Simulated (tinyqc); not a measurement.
Transistor under a ferroelectric capacitor (negative capacitance), static model: one step of the calculation.

A ferroelectric film of thickness tf lies between the gate and an inner metal at potential v, which drives an ordinary transistor. One domain, P = Q (background permittivity neglected): Vg = v + tf (2 al Q + 4 be Q^3), al = -3 sqrt(3) Ec/(4 Pr), be = 3 sqrt(3) Ec/(8 Pr^3). Gate charge Q(v) = Qi + Cp v with the channel charge Qi = Cox n Vt ln(1 + exp((v - VT)/(n Vt))). Q in uC/cm^2, E in kV/cm; 1 nm times 1 kV/cm is 1e-4 V. Domains, leakage and the switching time are left out.

Task. Landau coefficients and capacitance at zero charge. al = -3 sqrt(3) Ec/(4 Pr), be = 3 sqrt(3) Ec/(8 Pr^3); C_FE(0) = 1/(2 al tf); far below threshold the gain is 1/(1 + 2 al tf Cp) near Q = 0 and the swing n Vt ln 10/gain.

Values chosen for this exercise; Pr and Ec close to those of hafnium oxide based films: temperature T = 300 K; remanent polarisation Pr = 17 uC/cm^2; coercive field Ec = 800 kV/cm; overlap capacitance per gate area Cp = 0.33 uF/cm^2; subthreshold factor of the inner transistor n = 1.06; ferroelectric thickness tf = 10 nm.

Constants: q = 1.602176634e-19 C, kB = 1.380649e-23 J/K, Vt = kB T/q. Results are converted to the units shown.

Wanted: al; be; C_FE(0); gain near Q = 0; swing.

Result.

al = -61.13 kV cm/uC
be = 0.1058 kV cm^5/uC^3
C_FE(0) = -8.179 uF/cm^2
gain near Q = 0 = 1.042
swing = 60.55 mV/decade

Program tinyqc, `OMP_NUM_THREADS=1 python tinyqc.py 2860111 2860112 out.jsonl`; Intel Xeon 2.30GHz, shared host, one thread, about 0.02 s.
